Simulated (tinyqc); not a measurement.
# On-chip power grid, static voltage drop by conjugate gradients, step by step

Computed by the program tinyqc: `OMP_NUM_THREADS=1 python tinyqc.py 2770197 2770198 out.jsonl`, one thread of a shared Intel Xeon 2.30GHz, about 0.1 s for the whole run. Printed values are rounded.

A grid of 4 rows and 3 columns, node k = 3 row + column. Neighbours in a row are joined by Rx, in a column by Ry; pad nodes, which reach the supply through Rp: 0. Each node draws I0, node 11 draws kh I0. The drops u = Vdd - V solve G u = i, with G the conductance matrix (1/Rp added on the diagonal at pad nodes).

Values chosen for this exercise: supply voltage Vdd = 0.7 V; resistance of a horizontal segment Rx = 1.8 ohm; resistance of a vertical segment Ry = 1.1 ohm; resistance from a pad node to the supply Rp = 0.52 ohm; load current of an ordinary node I0 = 1.4 mA; factor on the load at the hot node kh = 5.

## Diagonal of G, loads and first direction

G_kk = sum of the conductances at node k. Start u = 0, so the residual is r = i; p = r.

G_kk (S):
```
         col 0    col 1    col 2
row 0  3.38772  2.02020  1.46465
row 1  2.37374  2.92929  2.37374
row 2  2.37374  2.92929  2.37374
row 3  1.46465  2.02020  1.46465
```

r at the start (mA):
```
       col 0  col 1  col 2
row 0    1.4    1.4    1.4
row 1    1.4    1.4    1.4
row 2    1.4    1.4    1.4
row 3    1.4    1.4      7
```

p at the start (mA):
```
       col 0  col 1  col 2
row 0    1.4    1.4    1.4
row 1    1.4    1.4    1.4
row 2    1.4    1.4    1.4
row 3    1.4    1.4      7
```

## Iteration 1: conjugate-gradient step

u at the start (mV):
```
       col 0  col 1  col 2
row 0      0      0      0
row 1      0      0      0
row 2      0      0      0
row 3      0      0      0
```

q = G p; a = (r.r)/(p.q); u(new) = u + a p; r(new) = r - a q; b = (r.r)(new)/(r.r); p(new) = r(new) + b p.

q (mA S):
```
         col 0     col 1     col 2
row 0  2.69231   0.00000   0.00000
row 1  0.00000   0.00000   0.00000
row 2  0.00000   0.00000  -5.09091
row 3  0.00000  -3.11111   8.20202
```

a = 1.41970 ohm

u after iteration 1 (mV):
```
         col 0    col 1    col 2
row 0  1.98758  1.98758  1.98758
row 1  1.98758  1.98758  1.98758
row 2  1.98758  1.98758  1.98758
row 3  1.98758  1.98758  9.93792
```

r after iteration 1 (mA):
```
          col 0    col 1     col 2
row 0  -2.42228  1.40000   1.40000
row 1   1.40000  1.40000   1.40000
row 2   1.40000  1.40000   8.62758
row 3   1.40000  5.81685  -4.64443
```

b = 2.14554

p after iteration 1 (mA):
```
        col 0   col 1    col 2
row 0  0.5815  4.4038   4.4038
row 1  4.4038  4.4038   4.4038
row 2  4.4038  4.4038  11.6313
row 3  4.4038  8.8206  10.3743
```

## Iteration 2: conjugate-gradient step

As before.

q (mA S):
```
         col 0    col 1    col 2
row 0  -4.4801   2.1235   0.0000
row 1   3.4748   0.0000  -6.5705
row 2   0.0000  -8.0306  11.7286
row 3  -2.4538   5.6060  -0.2796
```

a = 1.16535 ohm

u after iteration 2 (mV):
```
        col 0    col 1    col 2
row 0  2.6652   7.1195   7.1195
row 1  7.1195   7.1195   7.1195
row 2  7.1195   7.1195  15.5421
row 3  7.1195  12.2666  22.0276
```

r after iteration 2 (mA):
```
         col 0    col 1    col 2
row 0   2.7985  -1.0746   1.4000
row 1  -2.6493   1.4000   9.0569
row 2   1.4000  10.7585  -5.0403
row 3   4.2595  -0.7160  -4.3187
```

b = 1.86519

p after iteration 2 (mA):
```
         col 0    col 1    col 2
row 0   3.8831   7.1392   9.6138
row 1   5.5645   9.6138  17.2708
row 2   9.6138  18.9723  16.6544
row 3  12.4734  15.7361  15.0314
```

## Course of the conjugate-gradient iteration

Stop when |r| is below 1e-9 mA.

Course of the iteration:
```
iteration  largest u (mV)  |r| (mA)
1                 9.93792      12.3
2                 22.0276      16.8
3                 35.5683      14.9
4                 41.2821      13.2
5                 44.4629      8.13
6                 44.6249      2.21
7                 44.5536     0.517
8                 44.5536    0.0965
9                 44.5511    0.0432
10                44.5516    0.0304
11                44.5515    0.0116
12                44.5514   < 1e-11
```

Converged in 12 iterations for 12 unknowns; in exact arithmetic the method needs at most 12. The condition number of the matrix is 85.3. Gauss-Seidel sweeps in node order need 426 to reach the same residual.

## Worst drop, pad currents and power lost

converged u (mV):
```
         col 0    col 1    col 2
row 0  11.6480  27.6796  34.1225
row 1  24.9509  31.9993  36.5198
row 2  32.4065  36.3239  40.1397
row 3  35.9280  39.1706  44.5514
```

Pad current u/Rp; worst drop as a share of Vdd; power lost in the grid and pads sum_k i_k u_k; power delivered sum_k i_k (Vdd - u_k).

worst drop = 44.5514 mV
share of Vdd = 6.36449 %
pad currents (mA): node 0 22.4
power lost = 0.803104 mW
power delivered = 14.8769 mW

The pad currents add up to the total load, 22.40 mA. The worst drop is at node 11; the hot node is 11.
